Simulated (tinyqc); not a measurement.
Spectrum around the gap: Franz-Keldysh effect at a direct gap.

Parabolic bands, vertical transitions, no excitons. For each hole band j: mr = me mj/(me + mj); joint density of states J_j(E) = (mr/c)^(3/2) sqrt(E - Eg)/(2 pi^2), both spins, c = hbar^2/2m0; averaged matrix element |e.p|^2 = m0 Ep/6; alpha_j(E) = 4 pi^2 alpha_f c Ep J_j/(3 nr E) in 1/angstrom (alpha_f the fine-structure constant, listed as alpha among the constants), times 1e8 for 1/cm.

In a field Fd (1 kV/cm = 1e-5 V/angstrom) the electro-optic energy of band j is th = (c (e Fd)^2/mr)^(1/3), and sqrt(E - Eg) in J_j is replaced by pi sqrt(th) [Ai'(b)^2 - b Ai(b)^2] with b = (Eg - E)/th; Ai is the Airy function.

Constants: hbar^2/2m0 = 3.80998211 eV angstrom^2; fine-structure constant alpha = 0.007297352564.

Values chosen for the exercise (near those of InGaAs; the results hold for these values, not for the real material): Eg = 0.744 eV (direct gap); me = 0.0403 m0 (electron mass); mhh = 0.463 m0 (heavy-hole mass); mlh = 0.0531 m0 (light-hole mass); Ep = 22.4 eV (Kane energy); nr = 3.54 (refractive index); Fd = 45 kV/cm (uniform field).

Absorption (1/cm):
```
E - Eg (eV),alpha(0),alpha(F),change
-0.0688,0,1.747,2
-0.0550,0,7.537,8
-0.0413,0,29.18,29
-0.0275,0,101.8,102
-0.0138,0,308.1,308
0.0000,0,806.1,806
0.0138,2593,1767,-826
0.0275,3595,3161,-435
0.0413,4329,4567,238
0.0550,4910,5328,419
0.0688,5398,5416,18
0.0825,5813,5600,-213
0.1100,6496,6589,93
0.1375,7036,7068,31
```

At the gap alpha(F) = 806 1/cm; 55.0 meV below it 7.54 1/cm remain, the tail falling as exp(-(4/3) b^(3/2)). Among the energies listed the largest rise is 806 1/cm at E - Eg = 0.0 meV and the largest fall -826 1/cm at 13.8 meV. It changes sign between 0.0 and 13.8 meV, between 27.5 and 41.3 meV, between 68.8 and 82.5 meV and between 82.5 and 110.0 meV; th is 27.5 meV for heavy holes and 32.3 meV for light holes.

Run: tinyqc, `OMP_NUM_THREADS=1 python tinyqc.py 1651822 1651823 out.jsonl`; Intel(R) Xeon(R) Processor @ 2.30GHz, one thread, shared host; about 0.01 s of CPU time with all checks.
